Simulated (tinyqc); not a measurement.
Perpendicular magnetic tunnel junction: magnetoresistance, thermal stability and spin-torque switching: one step of the calculation.

A circular free layer treated as one macrospin with its easy axis out of plane. mu0 = 1.25663706212e-6 H/m, gyromagnetic ratio q/m0 (g = 2). Magnetic parameters are taken as given at T.

Question. Retention of the array. A bit flips thermally at the rate exp(-Delta)/t0; the chance that any of N bits flips in ten years (3.15576e8 s) is 1 - exp[-N (time/t0) exp(-Delta)]. The Delta needed for a chance of 1e-4 follows by inversion.

Values chosen for this exercise: attempt time t0 = 1 ns; bits N = 1.34e8.

Delta = 66.537475

Give: mean life of one bit; expected flips in ten years; Delta needed.

Answer.

mean life of one bit = 2.499e12 years
expected flips in ten years = 5.362e-4
Delta needed = 68.22

Delta falls short of the need by 1.68.

tinyqc, about 0.01 s, one thread, Intel Xeon 2.30GHz (shared host): `OMP_NUM_THREADS=1 python tinyqc.py 2450054 2450055 out.jsonl`
